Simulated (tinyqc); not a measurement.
Admittance spectroscopy of a deep trap: two steps of the calculation.

Schottky contact on an n-type layer with shallow donors Nd (all ionised) and a donor-like deep trap, neutral when filled and positive when empty; depletion approximation. Traps within lam of the depletion edge stay filled. The traps at xt = W - lam, where the level crosses the Fermi level, follow a slow signal and not a fast one. w = 2 pi f.

Values chosen for this exercise; material values close to those of silicon:
```
symbol,value,unit,meaning
eps_r,11.6,,relative permittivity
Nc,2.84e19,cm^-3,conduction-band density of states at 300 K
vth,2.2e7,cm/s,thermal velocity at 300 K
Nd,8.5e15,cm^-3,shallow donor density
Vbi,0.71,V,built-in voltage
Et,0.25,eV,depth of the trap below the conduction edge
sn,1.5e-14,cm^2,capture cross-section
Nt,5.3e15,cm^-3,trap density
Vr,0,V,reverse bias
f,5700,Hz,signal frequency
T,150,K,temperature
```

Constants: q = 1.602176634e-19 C, kB = 1.380649e-23 J/K, eps0 = 8.8541878128e-14 F/cm where lengths are in cm. Results are converted to the units shown.

Problem 1. Widths and limiting capacitances. lam = sqrt(2 eps0 eps_r (EF - ET)/(q Nd)), EF - ET = Et - (kB T/q) ln(Nc(T)/Nd), Nc(T) = Nc (T/300 K)^1.5. In the steady state at the band bending V, 2 eps0 eps_r V/q = Nd W^2 + Nt (W - lam)^2 (the second term only if W > lam). V = Vbi + Vr. C_HF = eps0 eps_r/W, C_LF = eps0 eps_r (Nd + Nt)/(Nd W + Nt xt).

Give: lam; W; xt; C_HF; C_LF.

Solution 1.

lam = 154.65 nm
W = 304.97 nm
xt = 150.32 nm
C_HF = 33.679 nF/cm^2
C_LF = 41.824 nF/cm^2

The step is 24.2 % of C_HF.

Problem 2. Admittance at the signal frequency. Emission rate en = sn vth(T) Nc(T) exp(-Et/kB T) = sn g T^2 exp(-Et/kB T), g = vth Nc/(300 K)^2, as vth goes as T^0.5 and Nc as T^1.5 (degeneracy factor 1). Inflection frequency w0 = 2 en [1 + Nt xt/(Nd W)]; C = C_HF + (C_LF - C_HF)/(1 + (w/w0)^2), G/w = (C_LF - C_HF)(w/w0)/(1 + (w/w0)^2).

W = 304.96732 nm
xt = 150.31865 nm
C_HF = 33.678552 nF/cm^2
C_LF = 41.824006 nF/cm^2

Give: en; w0/(2 pi); C; G/w.

Solution 2.

en = 9336 1/s
w0/(2 pi) = 3885 Hz
C = 36.26 nF/cm^2
G/w = 3.791 nF/cm^2

The signal lies near the inflection, where the loss is largest.

Numbers from tinyqc (`OMP_NUM_THREADS=1 python tinyqc.py 2050042 2050043 out.jsonl`; about 0.01 s on one thread of a shared Intel Xeon 2.30GHz).
